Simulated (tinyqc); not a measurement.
Defect-molecule model of a vacancy with Jahn-Teller distortion: one step. One-electron levels. Five cases, with inputs chosen for the exercise.

Task: Diagonalise. By symmetry: a + b + c + d at E0 - 3 gm, a + b - c - d at E0 + gm - 2 I Q, and the pair a - b, c - d at E0 + gm + I Q.

Four dangling hybrids a, b, c, d point into the vacancy: H_ii = E0, and -gm between any two. A tetragonal distortion Q pairs a with b and c with d: those two couplings become -gm - I Q and the other four -gm + I Q/2, at an elastic cost k Q^2/2. The a1 level holds two electrons; charge states 2+, + and 0 put n = 0, 1, 2 more into the lowest level of t2 origin. Energy from the 2+ state at Q = 0, with the Fermi level mu counted from Ev: W_n(Q) = n (et - 2 I Q) + k Q^2/2 + Uc n (n - 1)/2 - n mu. et = E0 + gm is the undistorted t2 level.

Give: levels.

Case 1.

H (eV):
```
,a,b,c,d
a,-0.100000,-0.498700,-0.305650,-0.305650
b,-0.498700,-0.100000,-0.305650,-0.305650
c,-0.305650,-0.305650,-0.100000,-0.498700
d,-0.305650,-0.305650,-0.498700,-0.100000
```

Result:

levels (eV): -1.2100  0.0126  0.3987  0.3987

The t2 triplet has split by 3 I Q = 0.3861 eV, and its centre has stayed.

Case 2.

H (eV):
```
,a,b,c,d
a,0.080000,-0.386800,-0.241600,-0.241600
b,-0.386800,0.080000,-0.241600,-0.241600
c,-0.241600,-0.241600,0.080000,-0.386800
d,-0.241600,-0.241600,-0.386800,0.080000
```

Result:

levels (eV): -0.7900  0.1764  0.4668  0.4668

The t2 triplet has split by 3 I Q = 0.2904 eV, and its centre has stayed.

Case 3.

H (eV):
```
,a,b,c,d
a,-0.080000,-0.599200,-0.240400,-0.240400
b,-0.599200,-0.080000,-0.240400,-0.240400
c,-0.240400,-0.240400,-0.080000,-0.599200
d,-0.240400,-0.240400,-0.599200,-0.080000
```

Result:

levels (eV): -1.1600  -0.1984  0.5192  0.5192

The t2 triplet has split by 3 I Q = 0.7176 eV, and its centre has stayed.

Case 4.

H (eV):
```
,a,b,c,d
a,-0.020000,-0.584000,-0.248000,-0.248000
b,-0.584000,-0.020000,-0.248000,-0.248000
c,-0.248000,-0.248000,-0.020000,-0.584000
d,-0.248000,-0.248000,-0.584000,-0.020000
```

Result:

levels (eV): -1.1000  -0.1080  0.5640  0.5640

The t2 triplet has split by 3 I Q = 0.6720 eV, and its centre has stayed.

Case 5.

H (eV):
```
,a,b,c,d
a,-0.020000,-0.454400,-0.342800,-0.342800
b,-0.454400,-0.020000,-0.342800,-0.342800
c,-0.342800,-0.342800,-0.020000,-0.454400
d,-0.342800,-0.342800,-0.454400,-0.020000
```

Result:

levels (eV): -1.1600  0.2112  0.4344  0.4344

The t2 triplet has split by 3 I Q = 0.2232 eV, and its centre has stayed.

Computed by tinyqc, one run a case: `OMP_NUM_THREADS=1 python tinyqc.py N N+1 out.jsonl` with N = 1451201, 1451399, 1451823, 1452013, 1452440; one thread of a shared Intel(R) Xeon(R) Processor @ 2.30GHz, about 0.01 s a run at most.
